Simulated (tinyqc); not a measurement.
Metal gate on a two-layer dielectric stack with fixed charge and a dipole: two steps of the calculation.

Gate, layer 2, layer 1, p-type semiconductor; x runs from the gate inwards. Charges are counted in units of +q. psi is the band bending at the surface, positive towards inversion. Classical charge, Boltzmann statistics, no interface traps.

Parameters, values chosen for the exercise; band and dielectric values close to those of silicon, layer 1 close to silicon dioxide, layer 2 close to aluminium oxide: temperature T = 350 K; band gap Eg = 1.14 eV; relative permittivity eps_r = 11.8; conduction-band density of states at T Nc = 3.48e19 cm^-3; valence-band density of states at T Nv = 3.33e19 cm^-3; electron affinity chi = 4.08 eV; acceptor density Na = 1.3e17 cm^-3; work function of the gate metal pM = 4.17 eV; thickness of layer 1, next to the semiconductor t1 = 0.6 nm; relative permittivity of layer 1 e1 = 3.76; thickness of layer 2, next to the gate t2 = 4.1 nm; relative permittivity of layer 2 e2 = 9.08; fixed charge at the semiconductor interface Q1 = 1.2e12 cm^-2; fixed charge between the layers Q2 = 1.7e11 cm^-2; uniform charge density in layer 1 r1 = 0 cm^-3; uniform charge density in layer 2 r2 = 2.8e18 cm^-3; flat-band shift by a dipole layer between the layers Vd = 0 V; band bending psi of the working point ps = 0.863 V.

Constants: q = 1.602176634e-19 C, kB = 1.380649e-23 J/K, Vt = kB T/q, eps0 = 8.8541878128e-14 F/cm where lengths are in cm. Results are converted to the units shown.

Task 1. Threshold voltage. ni = sqrt(Nc Nv) exp(-Eg/(2 Vt)), Eg in volts, pB = Vt ln(Na/ni), Vth = Vfb + 2 pB + sqrt(4 q eps0 eps_r Na pB)/Cox.

Vfb = -1.0762244 V
Cox = 1.4488548 uF/cm^2

Wanted: ni; pB; depletion charge; Vth.

Result 1.

ni = 2.1104e11 cm^-3
pB = 0.40207 V
depletion charge = 0.18708 uC/cm^2
Vth = -0.14296 V

Task 2. Fields and voltage drops. EOT = 3.9 (t1/e1 + t2/e2), Cox = eps0/(t1/e1 + t2/e2); phi_ms = pM - (chi + Eg - Vt ln(Nv/Na)).

Gauss: D = -Qs just inside the semiconductor; going towards the gate subtract q Q1, then q r1 t1, q Q2 and q r2 t2. Field = D/(eps0 e); the drop over a layer is its mean field times its thickness; Vg = phi_ms + Vd + psi + both drops.

Qs = -0.21327732 uC/cm^2

Find: D; field; drop over layer 2; drop over layer 1; Vg.

Result 2.

```
place                        D (uC/cm^2)  field (MV/cm)
layer 2, gate side               -0.1902        -0.2365
layer 2, inner side              -0.0062        -0.0077
layer 1, outer side               0.0210         0.0631
layer 1, semiconductor side       0.0210         0.0631
semiconductor surface             0.2133         0.2041
```

drop over layer 2 = -0.05007 V
drop over layer 1 = 0.003788 V
Vg = -0.06602 V

The same Vg follows from Vfb + psi - Qs/Cox. The largest field, 0.237 MV/cm in size, is at: layer 2, gate side.

Numbers from tinyqc (`OMP_NUM_THREADS=1 python tinyqc.py 2010037 2010038 out.jsonl`; about 0.01 s on one thread of a shared Intel Xeon 2.30GHz).
